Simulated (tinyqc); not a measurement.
Interband optics of a two-band s-p chain from momentum matrix elements: sweeps and comparisons. A value that a table varies takes the place of the one given here.

H(k) = [[Es - 2 ts cos ka, 2i V sin ka], [-2i V sin ka, Ep_ + 2 tp cos ka]] in the basis s, p; the lower band is full, with two electrons a cell. The velocity operator times hbar is W = dH/dk (eV angstrom); intra-atomic dipoles are left out.

With w(k) = |<c|W|v>|^2 and D(k) = Ec - Ev, on the mesh k_j = (j + 1/2)/N (2 pi/a): eps(E) = 1 + (8 pi e2/(a Ar)) mean_j (w/D^2) [1/(D - E - i eta) + 1/(D + E + i eta)], e2 = e^2/(4 pi eps0); light polarised along the chains, no local fields.

Constants: e^2/(4 pi eps0) = 14.39964547 eV angstrom; hbar^2/2m0 = 3.80998211 eV angstrom^2.

Values chosen for the exercise: a = 2.98 angstrom (period); Es = 3.62 eV (upper orbital (s)); Ep_ = -1.69 eV (lower orbital (p)); ts = 0.23 eV (s-s hopping); tp = 0.21 eV (p-p hopping); V = 1.5 eV (s-p hopping); Ar = 10.4 angstrom^2 (cross-section per chain); eta = 0.3 eV (Lorentzian half width); E = 4.73 eV (photon energy).

## Joint density of states against eps2

Mesh of 2000 points. J(E) = mean of (eta/pi)/((E - D)^2 + eta^2). The fourth column is J times the constant (8 pi^2 e2/(a Ar)) mean(w/D^2). R = |(sqrt(eps) - 1)/(sqrt(eps) + 1)|^2.

Spectrum:

| E (eV) | J (1/eV) | eps2 | eps2 with constant element | eps1 | R |
|---|---|---|---|---|---|
| 3.83 | 0.028 | 2.579 | 1.004 | 10.347 | 0.286 |
| 4.27 | 0.078 | 8.584 | 2.765 | 12.640 | 0.371 |
| 4.71 | 0.128 | 12.761 | 4.575 | 3.203 | 0.424 |
| 5.14 | 0.118 | 8.091 | 4.197 | 0.510 | 0.374 |
| 5.58 | 0.125 | 6.058 | 4.471 | 1.755 | 0.291 |
| 6.02 | 0.187 | 8.463 | 6.682 | 3.791 | 0.335 |
| 6.46 | 0.263 | 10.796 | 9.361 | -2.457 | 0.488 |
| 6.90 | 0.257 | 6.743 | 9.152 | -4.749 | 0.555 |
| 7.34 | 0.278 | 4.202 | 9.922 | -4.637 | 0.603 |
| 7.77 | 0.330 | 2.637 | 11.777 | -4.170 | 0.655 |
| 8.21 | 0.199 | 1.291 | 7.104 | -3.532 | 0.751 |
| 8.65 | 0.064 | 0.628 | 2.277 | -2.545 | 0.805 |

Transitions span 4.430 to 8.051 eV. Among the energies listed J peaks at 7.77 eV and eps2 at 4.71 eV. The ratio of eps2 to the constant-element value is 2.79 at 4.71 eV and 0.22 at 7.77 eV: w/D^2 is 4.073 angstrom^2 at the zone centre and 2.086 at the edge.

## Mesh against broadening

eps2 at E for three widths, and eps(0) at eta = 0; the last row is the mesh of 2000 points.

Convergence:

| N | eta = 0.03 eV | eta = 0.1 eV | eta = 0.3 eV | eps(0) |
|---|---|---|---|---|
| 4 | 0.043 | 0.144 | 0.422 | 2.7349 |
| 8 | 1.735 | 5.325 | 9.464 | 4.7653 |
| 16 | 8.139 | 18.194 | 14.528 | 5.1461 |
| 32 | 12.693 | 17.804 | 12.809 | 5.1508 |
| 64 | 15.040 | 15.974 | 12.525 | 5.1508 |
| 128 | 20.241 | 15.580 | 12.529 | 5.1508 |
| 2000 | 15.802 | 15.504 | 12.529 | 5.1508 |

The first N from which eps2 stays within 2 % of the last row is above 128 for eta = 0.03, 128 for 0.1 and 64 for 0.3 eV; for eps(0) and 0.1 % it is 16. E lies inside the range of transitions, so as a rule the spacing of D between mesh points must fall below eta (less so where the weight w is small at E).

## Static constant against the gap

Es takes the values listed; mesh of 400 points; the Penn-type estimate is 1 + 8 pi c e2 n_eff/(a Ar Dm^2) with Dm the f-weighted mean of D, f = w/(c D), n_eff = 2 mean(f), c = hbar^2/2m0.

Results:

| Es (eV) | smallest D (eV) | Dm (eV) | n_eff | eps(0) | estimate |
|---|---|---|---|---|---|
| 3.32 | 4.130 | 5.539 | 2.970 | 5.806 | 5.308 |
| 3.62 | 4.430 | 5.829 | 2.879 | 5.151 | 4.770 |
| 4.12 | 4.930 | 6.312 | 2.736 | 4.305 | 4.055 |
| 4.62 | 5.430 | 6.794 | 2.602 | 3.676 | 3.508 |
| 5.62 | 6.430 | 7.760 | 2.363 | 2.829 | 2.746 |
| 6.62 | 7.430 | 8.727 | 2.157 | 2.304 | 2.260 |
| 8.62 | 9.430 | 10.670 | 1.826 | 1.728 | 1.713 |

eps(0) - 1 falls from 4.806 to 0.728, as Dm^-2.88; a fixed n_eff would give the power -2, and n_eff goes from 2.970 to 1.826. The single-gap estimate is low by 10.4 % of eps(0) - 1 in the first row and 2.1 % in the last, since 1/D^2 favours the smallest separations. n_eff need not equal the 2 electrons of the cell: a two-orbital basis with chosen hoppings does not obey the free-electron sum rule.

## What moves the optical response

Mesh of 400 points; n_eff = 2 mean(w/(c D)), c = hbar^2/2m0. Each row changes one parameter from the base and keeps the others.

Results:

| case | smallest D (eV) | largest D (eV) | n_eff | eps(0) |
|---|---|---|---|---|
| base | 4.430 | 8.051 | 2.879 | 5.151 |
| a = 3.129 angstrom | 4.430 | 8.051 | 3.174 | 5.358 |
| Es = 3.92 eV | 4.730 | 8.256 | 2.792 | 4.612 |
| ts = 0.276 eV | 4.338 | 8.060 | 2.884 | 5.229 |
| V = 1.65 eV | 4.430 | 8.501 | 3.325 | 5.713 |
| Ar = 11.44 angstrom^2 | 4.430 | 8.051 | 2.879 | 4.773 |

The largest shifts from the base row, up to three for each result and ties (the steps differ in size, so this ranks the rows, not the parameters). smallest D (eV): Es +0.300, ts -0.092; unchanged at the printed digits by a, V and Ar. largest D (eV): V +0.450, Es +0.205, ts +0.009; unchanged at the printed digits by a and Ar. n_eff: V +0.446, a +0.295, Es -0.087; unchanged at the printed digits by Ar. eps(0): V +0.562, Es -0.539, Ar -0.377.

Program tinyqc; command `OMP_NUM_THREADS=1 python tinyqc.py 1652653 1652654 out.jsonl`; about 0.01 s on one thread of a shared Intel(R) Xeon(R) Processor @ 2.30GHz.
